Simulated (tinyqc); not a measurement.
## Via and link resistance from two via chains

Question. A chain of 2000 vias joined by 2000 metal links has R = 2000 (Rv + Rlink), with Rlink proportional to the link length. Find Rv, Rlink for length L, and the value of Rv that the short chain would give if the links were ignored.

resistance of chains of 2000 links with link lengths L and 3 L (ohm): 48800  54400

Answer. R per link is a straight line in the link length; its intercept at zero length is Rv.

Rv = 23.00 ohm
Rlink = 1.400 ohm
Rv without correction = 24.40 ohm

tinyqc, about 0.01 s, one thread, Intel Xeon 2.30GHz (shared host): `OMP_NUM_THREADS=1 python tinyqc.py 2750079 2750080 out.jsonl`
